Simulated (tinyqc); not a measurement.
## One level coupled to a phonon between two leads, self-consistent Born approximation: effect of the coupling

Wide-band leads with mu_L = +V/2 and mu_R = -V/2; phonons in equilibrium, Nq = 1/(exp(w0/kB T) - 1). Scattering links only energies that differ by w0, so a ladder E_k = E1 + k w0 closes on itself; terms that reach past its ends are dropped. Gn and Gp are the electron and hole parts of the spectral function A = Gn + Gp.

|G|^2 = 1/[(E - ed)^2 + (GL + GR + Sin + Sout)^2/4], Gn = |G|^2 (GL fL + GR fR + Sin), Gp = |G|^2 (GL (1 - fL) + GR (1 - fR) + Sout), f = 1/(1 + exp((E - mu)/kB T)). Sin(E) = M^2 [(Nq + 1) Gn(E + w0) + Nq Gn(E - w0)], Sout(E) = M^2 [(Nq + 1) Gp(E - w0) + Nq Gp(E + w0)]. Spectral currents into the level: iL = GL [fL Gp - (1 - fL) Gn], iR = GR [fR Gp - (1 - fR) Gn]. Here E - ed is replaced by E - ed - R(E), with the real part R(E) = (1/2 pi) P int [Sin + Sout](y) dy/(E - y). The total for one spin is I = (q/h) times the integral of iL over all E (all ladders, each long enough that its ends do not matter); the power given to phonons is (1/h) times the integral of E (iL + iR).

Values chosen for this exercise:
```
symbol  value  unit                           meaning
T         300     K  temperature of leads and phonons
w0        120   meV                     phonon energy
ed         97   meV                             level
GL         75   meV         coupling to the left lead
GR         27   meV        coupling to the right lead
V         259    mV                              bias
```

Constants: q = 1.602176634e-19 C, kB = 1.380649e-23 J/K, h = 6.62607015e-34 J s, Vt = kB T/q. Results are converted to the units shown.

The same in every row: I without phonons (uA) = 2.720.

Result of one run:

| I (uA) | ratio of the two | power to phonons (nW) | share of I V (%) |
|---|---|---|---|
| 2.719 | 0.9996 | 0.5678 | 0.08063 |

Which electron-phonon matrix element M gave this result: 6, 17, 28 or 72 meV?

M = 6 meV.

The whole series:

| M (meV) | I (uA) | ratio of the two | power to phonons (nW) | share of I V (%) |
|---|---|---|---|---|
| 6 | 2.719 | 0.9996 | 0.5678 | 0.08063 |
| 17 | 2.711 | 0.9965 | 4.430 | 0.6310 |
| 28 | 2.695 | 0.9905 | 11.40 | 1.633 |
| 39 | 2.672 | 0.9820 | 20.54 | 2.968 |
| 50 | 2.642 | 0.9713 | 30.86 | 4.510 |
| 61 | 2.607 | 0.9584 | 41.50 | 6.145 |
| 72 | 2.567 | 0.9437 | 51.77 | 7.786 |

The ratio to the current without phonons falls from 1.00 to 0.944, and the power to phonons rises from 0.568 to 51.8 nW, as M^(1.97) between the first two rows (lowest order gives 2). Phonons lower the current here: the level lies inside the bias window, and broadening, sidebands and the shift R move weight out of it.

Range of the model: The self-consistent Born approximation keeps only non-crossing phonon lines and no Hartree shift; it is rough once the coupling nears the phonon energy.

Numbers from tinyqc (`OMP_NUM_THREADS=1 python tinyqc.py 2720109 2720110 out.jsonl`; about 0.06 s on one thread of a shared Intel Xeon 2.30GHz).
